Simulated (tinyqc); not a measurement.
# Silicon n-p-n transistor, Gummel numbers and transit times, step by step

Program tinyqc, `OMP_NUM_THREADS=1 python tinyqc.py 2320131 2320132 out.jsonl`; Intel Xeon 2.30GHz, shared host, one thread, about 0.01 s. Printed values are rounded.

One-dimensional n-p-n transistor in the forward active mode at low injection. In the base p(x) = NB exp(-eta x/wb) and ni(x)^2 = ni^2 exp((g0 + g1 x/wb)/Vt); electrons leave the base at vsat; band spikes at the emitter junction and recombination inside the emitter are ignored.

Values chosen for this exercise; band and dielectric values close to those of silicon:
- T = 350 K (temperature)
- Eg = 1.14 eV (band gap)
- eps_r = 11.7 (relative permittivity)
- Nc = 3.59e19 cm^-3 (conduction-band density of states at T)
- Nv = 3.29e19 cm^-3 (valence-band density of states at T)
- vsat = 1.01e7 cm/s (saturation velocity)
- wb = 190 nm (neutral base width)
- NB = 2e17 cm^-3 (base doping at the emitter edge)
- eta = 0 (doping falls as exp(-eta x/wb))
- g0 = 0 eV (gap reduction at the emitter edge of the base)
- g1 = 0 eV (further gap reduction across the base (linear))
- Dn = 5.3 cm^2/s (electron diffusion coefficient in the base)
- NE = 6.2e19 cm^-3 (emitter doping)
- gE = 0.094 eV (gap reduction in the emitter (negative: wider gap))
- we = 210 nm (neutral emitter width)
- Dp = 1.7 cm^2/s (hole diffusion coefficient in the emitter)
- Se = 60000 cm/s (recombination velocity at the emitter contact)
- tb = 3e-8 s (electron lifetime in the base)
- NC = 2.5e16 cm^-3 (collector doping)
- VCB = 1.6 V (collector-base reverse bias)

Constants: q = 1.602176634e-19 C, kB = 1.380649e-23 J/K, Vt = kB T/q, eps0 = 8.8541878128e-14 F/cm where lengths are in cm. Results are converted to the units shown.

Range of the model: The collector doping exceeds a tenth of the base doping at that edge, so the collector layer reaches noticeably into the base. Heavy doping makes emitter or base degenerate; gE and g0 are to be read as apparent gap changes that include this.

## Base Gummel number and transit time

f(x) = p(x) ni^2/ni(x)^2; I(x) = integral from x to wb of f/Dn, plus f(wb)/vsat; base Gummel number GB = I(0); electron density per unit flux n/(J/q) = I/f; base transit time tauB = integral of I/f over the base. Trapezoid rule on 12 equal steps.

| point | x (nm) | f (cm^-3) | I (s/cm^4) | I/f (s/cm) |
|---|---|---|---|---|
| 0 | 0.000 | 2e17 | 7.36783e11 | 3.68392e-6 |
| 1 | 15.833 | 2e17 | 6.77035e11 | 3.38517e-6 |
| 2 | 31.667 | 2e17 | 6.17286e11 | 3.08643e-6 |
| 3 | 47.500 | 2e17 | 5.57538e11 | 2.78769e-6 |
| 4 | 63.333 | 2e17 | 4.97789e11 | 2.48895e-6 |
| 5 | 79.167 | 2e17 | 4.38041e11 | 2.19020e-6 |
| 6 | 95.000 | 2e17 | 3.78293e11 | 1.89146e-6 |
| 7 | 110.833 | 2e17 | 3.18544e11 | 1.59272e-6 |
| 8 | 126.667 | 2e17 | 2.58796e11 | 1.29398e-6 |
| 9 | 142.500 | 2e17 | 1.99047e11 | 9.95236e-7 |
| 10 | 158.333 | 2e17 | 1.39299e11 | 6.96494e-7 |
| 11 | 174.167 | 2e17 | 7.95504e10 | 3.97752e-7 |
| 12 | 190.000 | 2e17 | 1.98020e10 | 9.90099e-8 |

GB = 7.36783e11 s/cm^4
tauB = 35.9378 ps

With 4000 steps GB = 7.368e11 s/cm^4 and tauB = 35.94 ps. A uniform base would give wb^2/(2 Dn) + wb/vsat = 35.9 ps.

## Gain, Early voltage and collector delay

ni = sqrt(Nc Nv) exp(-Eg/(2 Vt)), Eg in volts; GE = NE exp(-gE/Vt)(we/Dp + 1/Se); JC = J0 exp(VBE/Vt), J0 = q ni^2/GB; gain limited by back injection GE/GB, by base recombination tb/tauB, together 1/beta = the sum of the inverses; collector layer one-sided, Wc = sqrt(2 eps0 eps_r (Vbc + VCB)/(q NC)), Vbc = Vt ln(p(wb) NC/ni^2), Cjc = eps0 eps_r/Wc; Early voltage VA = GB q p(wb)/(f(wb) Cjc [1/Dn - (eta + g1/Vt)/(wb vsat)]), f(wb) = p(wb) exp(-(g0 + g1)/Vt), p(wb) = NB exp(-eta); tauC = Wc/(2 vsat).

ni = 2.13062e11 cm^-3
GE = 7.97155e13 s/cm^4
J0 = 9.87151e-9 A/cm^2
GE/GB = 108.194
tb/tauB = 834.776
beta = 95.7801
Wc = 349.898 nm
Cjc = 0.296069 fF/um^2
VA = 21.1316 V
tauC = 1.73217 ps

The gain is limited more by back injection into the emitter. beta VA = 2020 V.
